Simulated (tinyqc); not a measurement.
Configuration-coordinate model of a defect: Huang-Rhys factor and luminescence line shape. Changing the displacement dQ. Computed by tinyqc, a small Python program. Command: `OMP_NUM_THREADS=1 python tinyqc.py 3017597 3017598 out.jsonl ccline sweep`. One thread of a shared host (Intel(R) Xeon(R) Processor @ 2.30GHz), about 0.05 s of CPU time with the checks.

Ground state E_g(Q) = (1/2) omega_g^2 Q^2; excited state E_e(Q) = E_0 + (1/2) omega_e^2 (Q - dQ)^2 with E_0 = E_ZPL - (hbar omega_e - hbar omega_g)/2. Q is mass-weighted; the dipole does not depend on Q (Condon approximation).

Inputs (values chosen for the exercise, for a model defect in a wide-gap host):
```
quantity,value,unit
zero-phonon energy E_ZPL,3.07,eV
ground-state phonon hbar omega_g,42.2,meV
excited-state phonon hbar omega_e,36.9,meV
temperature T,4,K
refractive index n_r,1.9,-
transition dipole mu,1.6,e angstrom
quenching prefactor nu_0,3e+11,1/s
```

Modes: different frequencies.

Constants: hbar^2/u = 4.18015928e-03 eV angstrom^2; k_B = 8.617333262e-05 eV/K; hbar = 6.582119569e-16 eV s; e = 1.602176634e-19 C; eps_0 = 8.8541878128e-12 F/m; hbar = 1.054571817e-34 J s; c = 299792458 m/s.

Method:
- S = hbar omega dQ^2/(2 hbar^2/u) for each state; relaxation energy S hbar omega; absorption at E_0 + S_e hbar omega_e, emission at E_0 - S_g hbar omega_g; the Stokes shift is their difference.
- Overlaps <m_e|n_g> of harmonic-oscillator functions (Hermite recursion, positive leading coefficients) by a sum over an even grid (700 points from x = -9 to 9 + d for the small table, 1500 points from -16 to 16 + d for the thermal sums), with x = Q sqrt(omega_g/hbar), d = sqrt(2 S_g) and frequency ratio omega_e/omega_g.
- Initial levels m = 0..24 carry Boltzmann weights exp(-m hbar omega_e/k_B T), normalised; final levels n = 0..79; a line lies at E_ZPL + m hbar omega_e - n hbar omega_g with weight w_m <m|n>^2. Moments are taken over these weights without the E^3 factor; FWHM = 2 sqrt(2 ln 2) x standard deviation; the zero-phonon weight is w_0 <0|0>^2, since the other m -> m lines are offset by m (hbar omega_e - hbar omega_g).
- The curves cross at the root Q_c nearest dQ; the barrier is (1/2) omega_e^2 (Q_c - dQ)^2, with (1/2) omega^2 = (hbar omega)^2/(2 hbar^2/u). k_r = n_r omega^3 mu^2/(3 pi eps_0 hbar c^3) at the vertical emission energy, without local-field correction; k_nr = nu_0 exp(-barrier/k_B T) (Mott-Seitz); yield = k_r/(k_r + k_nr); T_1/2 = barrier/(k_B ln(nu_0/k_r)).

One run for each value:
```
displacement dQ (u^(1/2) angstrom),S_g,zero-phonon weight,FWHM from the second moment (eV),vertical emission energy (eV),classical barrier (eV),quenching temperature T_1/2 (K)
0.39,0.768,4.8746e-01,0.09359,3.0403,6.4725,11810
0.47,1.115,3.5255e-01,0.11261,3.0256,5.9095,10758
0.58,1.698,2.0464e-01,0.13880,3.0010,5.2085,9446
0.70,2.473,9.9273e-02,0.16740,2.9683,4.5316,8176
0.85,3.647,3.3213e-02,0.20316,2.9187,3.7993,6802
1.00,5.048,8.9896e-03,0.23895,2.8596,3.1768,5634
1.30,8.531,3.4873e-04,0.31053,2.7127,2.1997,3809
1.50,11.357,2.4954e-05,0.35826,2.5934,1.7059,2896
1.90,18.222,4.1261e-08,0.45374,2.3037,0.9924,1601
```

Over the rows, S_g rises from 0.768 to 18.2 (exponent d ln y / d ln x about 2.0 throughout); zero-phonon weight falls from 0.487 to 4.13e-8 (exponent d ln y / d ln x -1.7 between the first rows and -27 between the last); FWHM from the second moment (eV) rises from 0.0936 to 0.454 (exponent d ln y / d ln x about 1.00 throughout). The exponent of S_g stays at 2: S goes as dQ^2. The exponent of FWHM from the second moment stays between 0.99 and 1.00, near 1: the width goes as sqrt(S). A larger displacement widens and lowers the band and brings the crossing down, so strongly coupled centres quench first.

Caution (rows 0.390, 0.470, 0.580, 0.700): for small S the spectrum is a set of resolved lines, and a Gaussian width has little meaning. Caution (rows 0.390, 0.470, 0.580, 0.700, 0.850, 1.00): the curves cross far outside the range of the harmonic model, so the barrier and T_1/2 have no quantitative meaning.

Extremes, crossings and ranges named in words are read from the listed rows.
